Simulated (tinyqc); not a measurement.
Thermal resistances of a two-die stack.

Question. Heat leaves through the lower die only, and the system is linear. Find the resistance R1 from the lower die to the coolant, R2 between the dies, and the rise of the upper die when both are powered.

Values chosen for this exercise:
- P1 = 18 W (power of the lower die)
- P2 = 3.3 W (power of the upper die)

rises of the lower and upper die with only the lower one powered (K): 5.58  5.58
rises of the lower and upper die with only the upper one powered (K): 1.023  2.376

Answer. With only the lower die powered no heat crosses R2, so both dies rise by P1 R1; the difference in the second test is P2 R2; rises add.

R1 = 0.310 K/W
R2 = 0.410 K/W
rise of the upper die = 7.96 K

tinyqc, about 0.03 s, one thread, Intel Xeon 2.30GHz (shared host): `OMP_NUM_THREADS=1 python tinyqc.py 2162057 2162058 out.jsonl`
